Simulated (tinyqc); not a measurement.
# Worked calculation: short-channel transistor, virtual-source model with series resistance

Numbers from tinyqc (`OMP_NUM_THREADS=1 python tinyqc.py 2380170 2380171 out.jsonl`; about 0.01 s on one thread of a shared Intel Xeon 2.30GHz). Printed values are rounded.

The current per gate width is the charge at the top of the source barrier (the virtual source) times its velocity times a saturation function; al and be are fitting constants of the model. Units: I in uA/um, Rs in ohm um, so I Rs = 1e-6 I Rs in volts; Q in uC/cm^2, so I = 1e-4 Q vx0 Fsat with vx0 in cm/s.

Inputs (values chosen for the exercise):
- T = 325 K (temperature)
- Cinv = 1.83 uF/cm^2 (inversion capacitance)
- vx0 = 7.95e6 cm/s (velocity at the virtual source)
- mu = 240 cm^2/(V s) (apparent mobility)
- L = 130 nm (channel length)
- VT0 = 0.344 V (threshold at zero drain voltage)
- dl = 0.156 V/V (drain-induced barrier lowering)
- n0 = 1.1 (subthreshold factor)
- nd = 0 1/V (growth of n with drain voltage)
- al = 3.5 (threshold shift (in units of Vt) from weak to strong inversion)
- be = 1.8 (sharpness of saturation)
- Rs = 90 ohm um (series resistance of each contact)
- Vgs = 0.75 V (gate voltage)
- Vds = 0.75 V (drain voltage)

Constants: q = 1.602176634e-19 C, kB = 1.380649e-23 J/K, Vt = kB T/q. Results are converted to the units shown.

## Iteration 1: current through the series resistance

I at the start = 0 uA/um

Intrinsic voltages Vg' = Vgs - I Rs, Vd' = Vds - 2 I Rs. n = n0 + nd Vd', VT = VT0 - dl Vd', Ff = 1/(1 + exp((Vg' - VT + al Vt/2)/(al Vt))), Q = Cinv n Vt ln(1 + exp((Vg' - VT + al Vt Ff)/(n Vt))), Vdsat = (vx0 L/mu)(1 - Ff) + Vt Ff, Fsat = u/(1 + u^be)^(1/be) with u = Vd'/Vdsat, and I(out) = Q vx0 Fsat per width. (Fsat takes the sign of u.) Newton step: I(new) = I + (I(out) - I)/(1 - s), s = dI(out)/dI by a central difference with +/- 0.001 uA/um.

Vg' = 0.75 V
Vd' = 0.75 V
VT = 0.227 V
Ff = 0.00291337
Q = 0.957613 uC/cm^2
Vdsat = 0.429452 V
Fsat = 0.840721
I(out) = 640.043 uA/um
s = -0.184647
I after iteration 1 = 540.282 uA/um

## Iteration 2: current through the series resistance

As before.

Vg' = 0.701375 V
Vd' = 0.652749 V
VT = 0.242171 V
Ff = 0.00557046
Q = 0.841342 uC/cm^2
Vdsat = 0.428382 V
Fsat = 0.807764
I(out) = 540.287 uA/um
s = -0.184450
I after iteration 2 = 540.286 uA/um

## Course of the iteration: current through the series resistance

Stop when I changes by less than 1e-7 uA/um, or after 80 iterations.

Course of the iteration:

| iteration | I (uA/um) | \|change\| (uA/um) |
|---|---|---|
| 1 | 540.282 | 540 |
| 2 | 540.286 | 4.15e-3 |
| 3 | 540.286 | < 1e-10 |

Converged in 3 iterations. The change falls from 540 in the first iteration to below the tolerance in the last.

## What the series resistance costs

converged I = 540.286 uA/um
I0 = 640.043 uA/um

Intrinsic voltages Vg' = Vgs - I Rs, Vd' = Vds - 2 I Rs. n = n0 + nd Vd', VT = VT0 - dl Vd', Ff = 1/(1 + exp((Vg' - VT + al Vt/2)/(al Vt))), Q = Cinv n Vt ln(1 + exp((Vg' - VT + al Vt Ff)/(n Vt))), Vdsat = (vx0 L/mu)(1 - Ff) + Vt Ff, Fsat = u/(1 + u^be)^(1/be) with u = Vd'/Vdsat, and I = Q vx0 Fsat per width. I0 is the current for Rs = 0. Effective velocity I/Q; transit time L Q/I.

loss against I0 = 15.5860 %
effective velocity = 6.42172e6 cm/s
transit time = 2.02438 ps

The carriers leave the virtual source at 80.8 % of vx0.
